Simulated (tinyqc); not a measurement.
Inside a calculation. Model: correction of a charged-defect supercell by a model charge and potential alignment (plane-averaged potentials). Computed by tinyqc, a small Python program that keeps every step. Command: `OMP_NUM_THREADS=1 python tinyqc.py 3110888 3110889 out.jsonl align walk`. One thread of a shared host (Intel(R) Xeon(R) Processor @ 2.30GHz), about 0.01 s of CPU time with the checks. Intermediate numbers are printed to about 7 digits and carried at full precision; extremes and crossings named in words are read from the listed rows.

The "true" defect charge is (1 - x) q in a Gaussian of width sigma plus x q in one of width sigma_t, so the exact answer is known; the correction sees only a single model Gaussian of width sigma_m. A Gaussian of width s has the transform rho(G) = exp(-G^2 s^2/2), normalised to 1. A uniform background cancels q, so G = 0 is left out. Potentials are those felt by a unit positive charge. E_0 is the formation energy of the isolated defect, E_cell its value in the supercell, E_lat = E_iso - E_per of the model charge, C the true less the model potential far from the defect; the exact correction is E_0 - E_cell, and the error of a scheme is E_cell plus its correction less E_0.

Inputs (values chosen for the exercise, with screening close to that of SiO2): defect charge q = 1 e; dielectric constant eps = 3.96; edge of the cubic cell L = 16 angstrom; width sigma of the true defect charge = 1.1 angstrom; width sigma_m of the model charge = 0.78 angstrom; share x of the charge in a wide tail = 0.062; width sigma_t of the tail = 1.8 angstrom; formation energy of the isolated defect E_0 = 5.26 eV.

Constants: e^2/(4 pi eps_0) = 14.39964548 eV angstrom.

## The supercell energy and its true error

Periodic energy E_per = (2 pi q^2/(eps L^3)) (e^2/(4 pi eps_0)) sum_(G != 0) rho(G)^2/G^2, G = (2 pi/L)(n1, n2, n3), |n_i| <= 16. Isolated energy: two Gaussians of charges q_a, q_b and widths a, b interact by q_a q_b (e^2/(4 pi eps_0 eps)) sqrt(2/pi)/sqrt(a^2 + b^2), and the self-energy is half the sum over pairs. Supercell value E_cell = E_0 + E_per - E_iso for the true charge.

E_iso, true charge = 0.9026498 eV

E_per, true charge = 0.5876890 eV

E_cell = 4.945039 eV

exact correction = 0.3149608 eV

## Lattice energy of the model charge

E_lat = E_iso - E_per for the model charge; point-charge value alpha q^2 e^2/(4 pi eps_0 eps 2 L) with alpha = 2.837297.

E_iso, model = 1.315095 eV

E_per, model = 0.9960763 eV

E_lat = 0.3190186 eV

point-charge value = 0.3224122 eV

## Plane-averaged potentials

Plane-averaged potential at distance z from the defect: V(z) = (4 pi q/(eps L^3)) (e^2/(4 pi eps_0 e)) sum_(m != 0) rho(G_m) cos(G_m z)/G_m^2, G_m = 2 pi m/L, |m| <= 40.

Potentials (V):
```
z/L   z (angstrom)        true       model   difference
0.00           0.0   0.1640243   0.1858440  -0.02181970
0.05           0.8   0.1482041   0.1625148  -0.01431063
0.10           1.6   0.1089048   0.1118414  -0.00293661
0.15           2.4   0.0615877   0.0592817   0.00230598
0.20           3.2   0.0165738   0.0129128   0.00366103
0.25           4.0  -0.0223954  -0.0263556   0.00396018
0.30           4.8  -0.0544507  -0.0584847   0.00403397
0.35           5.6  -0.0794214  -0.0834740   0.00405263
0.40           6.4  -0.0972667  -0.1013235   0.00405682
0.45           7.2  -0.1079756  -0.1120332   0.00405761
0.50           8.0  -0.1115454  -0.1156032   0.00405772
```

The difference moves by 0.00 mV between z/L = 0.4 and 0.5: a plateau.

## Alignment and corrected energy

C = difference at z = L/2; E_corr = E_cell + E_lat - q C. For charges that have died out at L/2, C = (2 pi q/(eps L^3)) (e^2/(4 pi eps_0 e)) (<s^2> - sigma_m^2), <s^2> = (1 - x) sigma^2 + x sigma_t^2.

alignment C = 0.004057717 V

C, closed form = 0.004057753 V

E_corr = 5.260000 eV

error with alignment (rounded to 1e-4 meV) = 0 meV

error without alignment = 4.057753 meV

error with the point-charge term alone = 7.451339 meV

error without correction = -314.9608 meV

Errors are measured against E_0. Alignment cuts the error of the model charge from 4.1 to below 0.001 meV.

## Errors against cell size

Schemes: none; point-charge term alpha q^2 e^2/(4 pi eps_0 eps 2 L), alpha = 2.837297; E_lat of the model; E_lat - q C with C at z = L/2.

Error against E_0 (meV):
```
L (angstrom)       none  point charge  model charge  model and alignment
11.2          -438.8648      21.72405      11.83013           0.02084268
13.6          -367.1752      12.13328       6.60737           0.00103123
16.0          -314.9608       7.45134       4.05775           0.00003625
```

Between the last two rows the uncorrected error scales as L^-0.94 and the point-charge remainder as L^-3.00. With alignment the error is 0.0 meV in the smallest cell and 0.00 meV in the largest.

Checks made by the program: E_lat against the point-charge value less 2 pi q^2 sigma_m^2 e^2/(4 pi eps_0 eps L^3) (relative difference 2e-07).
